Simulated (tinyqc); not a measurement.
Level against strength of the defect: Koster-Slater impurity in an sp3s* host.

sp3s* tight binding, nearest neighbours only: anion (a) at 0, cation (c) at a/4 (1,1,1), orbitals s, px, py, pz, s* on each; k in units of 2 pi/a. With phases e_j = exp(i (pi/2) k.n_j) for n = (1,1,1), (1,-1,-1), (-1,1,-1), (-1,-1,1): g0 = (e1+e2+e3+e4)/4, g1 = (e1+e2-e3-e4)/4, g2 = (e1-e2+e3-e4)/4, g3 = (e1-e2-e3+e4)/4. The diagonal holds the levels Esa, Epa, Exa (s*) and Esc, Epc, Exc. Anion-cation block: <sa|sc> = Vss g0; <sa|xc> = Vsapc g1; <xa|sc> = -Vscpa g1; <xa|xc> = Vxx g0; <xa|yc> = <ya|xc> = Vxy g3, <xa|zc> = <za|xc> = Vxy g2, <ya|zc> = <za|yc> = Vxy g1; <s*a|xc> = Vxapc g1; <xa|s*c> = -Vpaxc g1; y and z take g2 and g3 in place of g1; s-s* and s*-s* vanish.

A defect on an anion site (a) shifts the s level there by Vs or the three p levels by Vp and leaves the rest. A level in the gap solves 1/Vs = G_s(E) (symmetry A1) or 1/Vp = G_p(E) (T2, threefold), with G(E) = (1/N^3) sum over k and bands of w/(E - e), where w is the weight of the state on the s orbital of that site, or the mean weight on its px, py, pz. Mesh: k = f1 (-1,1,1) + f2 (1,-1,1) + f3 (1,1,-1), f = (j + 1/2)/N, j = 0 to N - 1. Energies from the top of the valence band at Gamma; the s* orbital of the site is left as it is. An infinite shift removes the s or p orbitals, the model of the ideal vacancy: G(E) = 0.

Inputs chosen for the exercise (out of a larger set: near a published set for Si; not measured data): p = (-4.204, 1.71, -4.204, 1.71, 6.727, 6.727, -8.303, 1.715, 4.526, 5.716, 5.716, 5.331, 5.331) eV (order Esa, Epa, Esc, Epc, Exa, Exc, Vss, Vxx, Vxy, Vsapc, Vscpa, Vxapc, Vpaxc); N = 5 (mesh).

Eg (smallest gap of the host) = 1.21505 eV

A dash: no level in the gap from 0 to Eg. The last row is the ideal vacancy.

Levels (eV above the valence band):

| shift (eV) | A1 | T2 |
|---|---|---|
| -40 | - | 0.683 |
| -20 | - | 0.819 |
| -12 | 0.187 | 0.967 |
| -8 | 0.557 | 1.096 |
| -5 | 0.934 | 1.212 |
| -3 | 1.195 | - |
| +3 | - | - |
| +5 | - | - |
| +8 | - | - |
| +12 | - | 0.074 |
| +20 | - | 0.233 |
| +40 | - | 0.378 |
| vacancy | - | 0.532 |

What can be read from this table?

A1: a level lies in the gap for the attractive shifts -3, -5, -8 and -12 eV, and no repulsive one does; G has no zero in the gap, so there is no vacancy level there and a strong enough shift drives the level out through the far edge. T2: a level lies in the gap for the attractive shifts -5, -8, -12, -20 and -40 eV and for the repulsive +12, +20 and +40 eV; both branches tend to the vacancy level, 0.532 eV, which pins them. A level passes the edges where the shift equals 1/G, a value that is sensitive to the mesh there: on this one 1/G(0) = -14.8 and 1/G(Eg) = -2.8 eV for s, 9.5 and -4.9 eV for p.

tinyqc: `OMP_NUM_THREADS=1 python tinyqc.py 1451463 1451464 out.jsonl`; about 0.03 s, one thread, shared Intel(R) Xeon(R) Processor @ 2.30GHz.
